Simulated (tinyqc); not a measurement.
Velocity against field: two-valley model of the transferred-electron effect. Computed by tinyqc, a small Python program. Command: `OMP_NUM_THREADS=1 python tinyqc.py 3020794 3020795 out.jsonl gunn walk`. One thread of a shared host (Intel(R) Xeon(R) Processor @ 2.30GHz), about 0.01 s of CPU time with the checks.

Both kinds of valley share one electron temperature T_e, and each has a constant mobility.

Inputs (values chosen for the exercise, modelled on CdTe): central-valley mass m1 = 0.092 m_0; satellite-valley mass m2 = 0.32 m_0; satellite valleys Z = 4; valley separation dE = 0.53 eV; central-valley mobility mu1 = 1200 cm^2/(V s); satellite-valley mobility mu2 = 85 cm^2/(V s); energy relaxation time tau_E = 0.6 ps; lattice temperature T = 200 K; electric field F = 5.8 kV/cm.

Solver: bisection.

Constants: k_B = 8.617333262e-05 eV/K.

Method. Density-of-states ratio R = Z (m2/m1)^(3/2); n2/n1 = R exp(-dE/(k_B T_e)); mean mobility mu = (mu1 + mu2 n2/n1)/(1 + n2/n1); energy balance e mu F^2 = (3/2) k_B (T_e - T)/tau_E; v = mu F.

low-field mobility = 1200 cm^2/(V s)

R = 25.9480

The curve:
```
F (kV/cm)  T_e (K)  share in the satellites (%)  v (1e7 cm/s)  low-field line (1e7 cm/s)
0.58         201.9                   1.5228e-10        0.0696                     0.0696
1.40         210.9                   5.6233e-10        0.1680                     0.1680
2.90         246.8                   3.9194e-08        0.3480                     0.3480
4.10         293.6                   2.0772e-06        0.4920                     0.4920
5.80         387.4                   3.3025e-04        0.6960                     0.6960
8.10         565.3                   4.8838e-02        0.9716                     0.9720
12.00        969.6                   4.3636e+00        1.3816                     1.4400
17.00       1424.9                   2.5728e+01        1.5523                     2.0400
29.00       2206.8                   6.1518e+01        1.4908                     3.4800
58.00       4095.4                   8.5250e+01        1.4469                     6.9600
```

v falls between 17 and 58 kV/cm, while the share in the slow valleys goes from 26 to 85 %: transfer outruns the rise of the field. With constant mobilities n2/n1 tends to R and v ends on the line (mu1 + R mu2) F/(1 + R), a mobility of 126; real satellites saturate instead. Rows with T_e above 3000 K lie outside the range of a Maxwellian in parabolic valleys.

Extremes, crossings and ranges named in words are read from the listed rows.
